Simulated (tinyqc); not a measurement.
Changing the temperature of use T: self-consistent Fermi level with native defects, at growth and after a quench. Computed by tinyqc, a small Python program. Command: `OMP_NUM_THREADS=1 python tinyqc.py 3000170 3000171 out.jsonl scfermi sweep`. One thread of a shared host (Intel(R) Xeon(R) Processor @ 2.30GHz), about 0.1 s of CPU time with the checks.

Energies are counted from the top of the valence band (VBM); when the gap shrinks with temperature the conduction band moves and the levels stay. The added dopant is taken as fully ionised. D and A draw on one reservoir with opposite signs, as the two vacancies of a compound do.

Inputs (values chosen for the exercise, with bands modelled on GaP):
```
quantity,value,unit
gap E_g at 300 K,2.3,eV
slope -dE_g/dT above 300 K,0.00046,eV/K
electron mass m_e,0.511,m_0
valleys M_c,3,-
hole mass m_h,0.816,m_0
E_f of the neutral native donor D,1.23,eV
E_f of the neutral native acceptor A,1.539,eV
shift s of the chemical potential,0.28,eV
site density N_s,2.2e+22,cm^-3
dopant density N_X,9.1e+18,cm^-3
growth temperature T_g,1100,K
```

Added shallow dopant: donor.

levels of D above the VBM, most positive state first (eV): [1.54]

levels of A above the VBM, (0/-1) first (eV): [1.01]

Constants: m_0 = 9.1093837015e-31 kg; k_B = 1.380649e-23 J/K; h = 6.62607015e-34 J s; k_B = 8.617333262e-05 eV/K.

Method:
- E_f(D, 0) = input + s and E_f(A, 0) = input - s; E_f(q, E_F = 0) follows from the levels, eps(q/q-1) = E_f(q - 1) - E_f(q) at E_F = 0.
- E_g(T) = E_g - slope x max(0, T - 300 K).
- N_c = 2 M_c (2 pi m_e k_B T/h^2)^(3/2) and N_v = 2 (2 pi m_h k_B T/h^2)^(3/2), masses in units of m_0.
- At growth T = T_g.
- n = N_c F_1/2((E_F - E_g)/k_B T), p = N_v F_1/2(-E_F/k_B T).
- F_1/2(eta) = (2/sqrt(pi)) int_0^infinity sqrt(x)/(1 + exp(x - eta)) dx, by the trapezoid rule in t = sqrt(x) with step 0.02 up to t = 12 (for eta < -12 by exp(eta) - exp(2 eta)/2^(3/2)).
- In equilibrium c_q = N_s exp(-(E_f(q, 0) + q E_F)/k_B T).
- Net charge = p - n + sum q c_q + N_X; the log ratio is ln(positive charge/negative charge).
- E_F is the root of the log ratio, by 50 bisections between -0.5 eV and E_g + 0.5 eV.
- After a quench the totals of D and A stay as grown, and each is shared among its charge states with weights exp(-(E_f(q, 0) + q E_F)/k_B T).

One run for each value:
```
temperature of use T (K),E_F after the quench (eV),n after the quench (cm^-3),p after the quench (cm^-3),total D (cm^-3),total A (cm^-3)
150,2.281,2.091e+18,1.491e-58,6.487e+15,7.009e+18
210,2.264,2.091e+18,5.056e-36,6.487e+15,7.009e+18
280,2.241,2.091e+18,7.674e-22,6.487e+15,7.009e+18
340,2.201,2.091e+18,5.243e-14,6.487e+15,7.009e+18
410,2.142,2.091e+18,1.367e-07,6.487e+15,7.009e+18
470,2.091,2.091e+18,1.383e-03,6.487e+15,7.009e+18
540,2.029,2.091e+18,5.148e+00,6.487e+15,7.009e+18
600,1.976,2.091e+18,1.333e+03,6.487e+15,7.009e+18
```

Over the rows, E_F after the quench (eV) falls from 2.28 to 1.98 (exponent d ln y / d ln x -0.023 between the first rows and -0.25 between the last). The frozen totals stay; only their charge states and the carriers answer to T. Densities far below 1 cm^-3 are nominal.
